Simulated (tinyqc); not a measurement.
Thermal displacements in the Debye model: Debye-Waller factors, bond-length spread and the Lindemann rule: one step, computed by the program tinyqc. Command: `OMP_NUM_THREADS=1 python tinyqc.py 3028637 3028638 out.jsonl debyewaller walk`. One thread of a shared host (Intel(R) Xeon(R) Processor @ 2.30GHz), about 0.01 s of CPU time with the checks.

A Debye spectrum with three branches of one velocity, cut at k_B Theta; 4 atoms per cube, nearest neighbours at d = 0.707107 a.

Task: Spread of the bond length. Correlated Debye model: sigma^2 = (3 hbar^2/(M k_B Theta)) int_0^1 s coth(s Theta/(2T)) [1 - sin(s q_D R)/(s q_D R)] ds for two atoms at distance R, q_D = (6 pi^2 n)^(1/3), n atoms per volume; uncorrelated motion would give 2 <u_x^2>. An EXAFS amplitude is damped by exp(-2 k^2 sigma^2).

Inputs (values chosen for the exercise, modelled on lead): atomic mass M = 207.2 u; Debye temperature Theta = 88.3 K; lattice constant a = 4.95 angstrom; temperature T = 300 K; photoelectron wave number k = 10 1/angstrom.

Structure: fcc.

<u_x^2> = 0.02708908 angstrom^2

Constants: hbar^2/u = 4.18015928e-03 eV angstrom^2; k_B = 8.617333262e-05 eV/K.

Give: sigma^2 of the nearest bond; correlation 1 - sigma^2/(2 <u_x^2>); EXAFS damping.

Result:

sigma^2 of the nearest bond = 0.033407 angstrom^2

correlation 1 - sigma^2/(2 <u_x^2>) = 0.38339

EXAFS damping = 0.0012541

Neighbours move partly together, which removes 38 % of the uncorrelated spread.
